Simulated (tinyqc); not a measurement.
Thickness from the minima: X-ray reflectivity of a thin film on silicon: critical angles, Parratt recursion, fringes and roughness. Computed by tinyqc, a small Python program. Command: `OMP_NUM_THREADS=1 python tinyqc.py 3120562 3120563 out.jsonl xrr walk`. One thread of a shared host (Intel(R) Xeon(R) Processor @ 2.30GHz), about 0.01 s of CPU time with the checks.

n = 1 - delta + i beta; the classical electron radius is r_e = 2.8179403e-6 nm. Layer 0 is vacuum, 1 the film, 2 the substrate.

Inputs (values chosen for the exercise, modelled on Al2O3 on silicon, copper K-alpha radiation):

| quantity | value | unit |
|---|---|---|
| wavelength lambda | 0.15406 | nm |
| film density rho | 2.93 | g/cm^3 |
| effective electrons per unit mass, film | 0.492 | mol/g |
| beta/delta, film | 0.012 | - |
| film thickness d | 7.9 | nm |
| roughness of the surface sigma_1 | 0.62 | nm |
| roughness of the interface sigma_2 | 0.32 | nm |
| substrate density | 2.33 | g/cm^3 |
| effective electrons per unit mass, substrate | 0.507 | mol/g |
| beta/delta, substrate | 0.023 | - |
| grazing angle theta | 2.34 | degrees |

Constants: N_A = 6.02214076e+23 1/mol.

Method:
- delta = r_e lambda^2 rho_e/(2 pi), rho_e = density x electrons per mass x N_A; critical angle sqrt(2 delta), q_c = 4 sqrt(pi r_e rho_e).
- k_j = (2 pi/lambda) sqrt(sin^2 theta - 2 delta_j + 2 i beta_j); r_ij = (k_i - k_j)/(k_i + k_j) x exp(-2 k_i k_j sigma^2) (Nevot-Croce); r = (r_01 + r_12 p)/(1 + r_01 r_12 p), p = exp(2 i k_1 d); R = |r|^2.
- Far above the critical angle the period is d theta = lambda/(2 d), or 2 pi/d in q; the envelope runs between (|r_01| - |r_12 p|)^2 and (|r_01| + |r_12 p|)^2; contrast = 2 a b/(a^2 + b^2) with a = |r_01|, b = |r_12 p|; roughness factors on the amplitudes are about exp(-q^2 sigma^2/2).
- Minima of R theta^4 are located on 6001 points over 7.5 periods, from 1.15 times the larger critical angle. With refraction, sin^2(theta_m) = 2 delta + m^2 (lambda/(2 d))^2, m integer or half-integer; the first six minima are used, and the first order is the one that minimises the largest residual of the least-squares line plus the distance of its intercept from 2 delta. Without refraction, d = lambda/(2 x mean step of sin theta).

Constants:

| layer | rho_e (1/nm^3) | delta | beta | critical angle (degrees) | q_c (1/nm) |
|---|---|---|---|---|---|
| film | 868.128 | 9.24092e-06 | 1.10891e-07 | 0.246318 | 0.350665 |
| substrate | 711.402 | 7.57263e-06 | 1.74170e-07 | 0.222977 | 0.317437 |

period in theta = 0.558670 degrees

Minima:

| order m | theta (degrees) | sin^2 theta |
|---|---|---|
| 1 | 0.6227 | 0.0001181 |
| 2 | 1.1583 | 0.0004086 |
| 3 | 1.7030 | 0.0008832 |
| 4 | 2.2477 | 0.0015382 |
| 5 | 2.7973 | 0.0023817 |
| 6 | 3.3622 | 0.0034396 |

d with refraction = 7.9185 nm

d without refraction = 8.0607 nm

Against d = 7.9 nm the errors are +0.23 % with and +2.03 % without refraction. The orders are integers, as r_01 and r_12 have opposite signs for a film denser than the substrate.

Extremes, crossings and ranges named in words are read from the listed rows.
